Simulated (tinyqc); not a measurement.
Circular transfer-length structure: one step of the calculation.

A disc contact of radius r0 and a very wide ring contact from r1 = r0 + sp outwards lie on a thin layer; the metal has no resistance and the sheet resistance under the contacts equals Rsh.

Problem. The large-radius form. Transfer length Lt = sqrt(rc/Rsh). R = (Rsh/2 pi) [(Lt/r0) I0(r0/Lt)/I1(r0/Lt) + ln(r1/r0) + (Lt/r1) K0(r1/Lt)/K1(r1/Lt)] with modified Bessel functions; for r0 >> Lt both ratios tend to 1. Large radius: R = (Rsh/2 pi) [Lt (1/r0 + 1/r1) + ln(r1/r0)], and linearised for sp << r0: Rsh (sp + 2 Lt)/(2 pi r0).

Parameters, values chosen for the exercise:
- Rsh = 41 ohm/sq (sheet resistance of the semiconductor layer)
- rc = 3.1e-9 ohm cm^2 (specific contact resistivity)
- r0 = 0.43 um (radius of the inner contact)
- sp = 0.36 um (gap between the contacts)

Give: large-radius R; linearised R.

Solution.

large-radius R = 6.007 ohm
linearised R = 8.102 ohm

Computed by the program tinyqc: `OMP_NUM_THREADS=1 python tinyqc.py 2760075 2760076 out.jsonl`, one thread of a shared Intel Xeon 2.30GHz, about 0.01 s for the whole run.
